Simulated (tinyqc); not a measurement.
What moves the results: Penn model of the dielectric constant and Phillips ionicity. A value that a table varies takes the place of the one given here.

n = 32/a^3; Ep^2 = 8 pi c e2 n with c = hbar^2/2m0, e2 = e^2/(4 pi eps0); EF = c (3 pi^2 n)^(2/3); eps = 1 + (Ep/Eg)^2 S with S = 1 - Eg/(4 EF) + (Eg/(4 EF))^2/3, Eg the Penn gap. Core d shells are left out.

Phillips: bond length d = sqrt(3) a/4; homopolar gap Eh = 39.74 d^(-2.48) eV (d in angstrom); Eg^2 = Eh^2 + C^2; ionicity fi = C^2/Eg^2.

Constants: hbar^2/2m0 = 3.80998211 eV angstrom^2; e^2/(4 pi eps0) = 14.39964547 eV angstrom.

Inputs chosen for the exercise (out of a larger set: near those of Ge; not measured data):
- a = 5.67 angstrom (cubic lattice constant, 32 valence electrons a cell)
- C0 = 0 eV (ionic gap, held fixed)
- ei = 16.42 (high-frequency dielectric constant)

## Dielectric constant under pressure

The lattice constant is scaled by the factor listed; C = C0.

Results:

| factor | Eh (eV) | Eg (eV) | Ep (eV) | eps | fi |
|---|---|---|---|---|---|
| 0.94 | 4.994 | 4.994 | 17.071 | 11.593 | 0.000 |
| 0.96 | 4.740 | 4.740 | 16.541 | 12.050 | 0.000 |
| 0.98 | 4.504 | 4.504 | 16.037 | 12.517 | 0.000 |
| 0.99 | 4.392 | 4.392 | 15.794 | 12.754 | 0.000 |
| 1.00 | 4.284 | 4.284 | 15.558 | 12.994 | 0.000 |
| 1.01 | 4.179 | 4.179 | 15.328 | 13.236 | 0.000 |
| 1.02 | 4.078 | 4.078 | 15.103 | 13.480 | 0.000 |
| 1.04 | 3.887 | 3.887 | 14.669 | 13.976 | 0.000 |

How do the results move?

d ln eps/d ln a = +1.85 around factor 1: eps falls under compression. Ep^2 goes as a^-3 and Eh^2 as a^-4.96; with C fixed Eg^2 goes as a^-4.96 at fi = 0.000, and leaving S aside the two powers balance at fi = 0.395. The slope is a difference of two powers and the model omits d shells and any change of C, so it is no prediction for a real crystal; eps from C0 (row 1.00) need not match a measured ei.

## What moves the Penn gap and the ionicity

Eg from ei; fi = 1 - (Eh/Eg)^2, printed even where negative. Each row changes one parameter from the base and keeps the others.

Results:

| case | Ep (eV) | Eg (eV) | Eh (eV) | fi |
|---|---|---|---|---|
| base | 15.558 | 3.799 | 4.284 | -0.272 |
| a = 5.783 angstrom | 15.104 | 3.686 | 4.079 | -0.224 |
| ei = 14.78 | 15.558 | 4.009 | 4.284 | -0.142 |

How do the results move?

The largest shifts from the base row, up to three for each result and ties (the steps differ in size, so this ranks the rows, not the parameters). Ep (eV): a -0.454; unchanged at the printed digits by ei. Eg (eV): ei +0.210, a -0.112. Eh (eV): a -0.205; unchanged at the printed digits by ei. fi: ei +0.130, a +0.047. For an elemental crystal fi should vanish; the values measure the misfit of the rule for Eh and the missing d-shell factor.

Program tinyqc; command `OMP_NUM_THREADS=1 python tinyqc.py 1682309 1682310 out.jsonl`; about 0.01 s on one thread of a shared Intel(R) Xeon(R) Processor @ 2.30GHz.
